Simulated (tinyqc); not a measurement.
## Lossy on-chip transmission line with skin effect: effect of the width of the strip

A uniform line in a homogeneous dielectric: c = sqrt(er)/(c0 Z0), l = Z0 sqrt(er)/c0 (c0 = 299792458 m/s), g = w c td, w = 2 pi f. The resistance joins its limits as r = sqrt(r_dc^2 + r_hf^2), with r_dc = rho/(wd th), r_hf = kr rho/(2 delta (wd + th)), delta = sqrt(rho/(pi f mu0)), mu0 = 4 pi 1e-7 H/m; this is an interpolation, and internal inductance, up to 0.05 nH/mm at low frequency, is neglected.

gamma = sqrt((r + i w l)(g + i w c)) = alpha + i beta, Zc = sqrt((r + i w l)/(g + i w c)), roots with positive real part; loss 8.685889638 alpha in dB; phase velocity w/beta. ZL = 1/(1/RL + i w CL); reflection (ZL - Zc)/(ZL + Zc); Zin = Zc (ZL + Zc tanh(gamma len))/(Zc + ZL tanh(gamma len)); H = V_load/V_source = [Zin/(Zin + Rg)]/[cosh(gamma len) + (Zc/ZL) sinh(gamma len)]. Z0 is held fixed by scaling the dielectric height.

Parameters, values chosen for the exercise:
```
symbol  value     unit                                  meaning
th          2       um                   thickness of the strip
rho       2.2  uohm cm                              resistivity
er        3.9                             relative permittivity
td      0.005                                      loss tangent
Z0         60      ohm             lossless impedance sqrt(l/c)
kr          2           factor for crowding and the return path
len      0.41       mm                                   length
Rg         25      ohm                        source resistance
RL         50      ohm                          load resistance
CL         20       fF                         load capacitance
f        0.34      GHz                                frequency
```

Result of one run:

| r (ohm/mm) | r/(w l) | loss (dB/mm) | \|Zc\| (ohm) | phase velocity over c0 | length in wavelengths | \|H\| (dB) |
|---|---|---|---|---|---|---|
| 0.79997 | 0.94744 | 0.053441 | 70.421 | 0.46489 | 0.0010002 | -3.5598 |

Which width of the strip wd gave this result: 2.5, 9.7, 15 or 24 um?

wd = 15 um.

The whole series:

| wd (um) | r (ohm/mm) | r/(w l) | loss (dB/mm) | \|Zc\| (ohm) | phase velocity over c0 | length in wavelengths | \|H\| (dB) |
|---|---|---|---|---|---|---|---|
| 1 | 11.148 | 13.203 | 0.30321 | 218.33 | 0.19020 | 0.0024447 | -4.0357 |
| 1.6 | 7.0388 | 8.3363 | 0.23572 | 173.85 | 0.23414 | 0.0019860 | -3.8498 |
| 2.5 | 4.5627 | 5.4038 | 0.18381 | 140.65 | 0.28156 | 0.0016514 | -3.7359 |
| 3.9 | 2.9671 | 3.5141 | 0.14126 | 114.69 | 0.33259 | 0.0013981 | -3.6616 |
| 6.1 | 1.9240 | 2.2787 | 0.10585 | 94.649 | 0.38404 | 0.0012108 | -3.6128 |
| 9.7 | 1.2254 | 1.4514 | 0.075832 | 79.655 | 0.43142 | 0.0010778 | -3.5799 |
| 15 | 0.79997 | 0.94744 | 0.053441 | 70.421 | 0.46489 | 0.0010002 | -3.5598 |
| 24 | 0.50374 | 0.59660 | 0.035367 | 64.745 | 0.48709 | 9.5463e-4 | -3.5458 |

As wd goes from 1 to 24, the loss falls from 0.303 to 0.0354 dB/mm, |Zc| falls from 218 to 64.7 ohm and |H| goes from -4.04 to -3.55 dB, with its highest value among the rows, -3.55 dB, at wd = 24.

Numbers from tinyqc (`OMP_NUM_THREADS=1 python tinyqc.py 2810126 2810127 out.jsonl`; about 0.01 s on one thread of a shared Intel Xeon 2.30GHz).
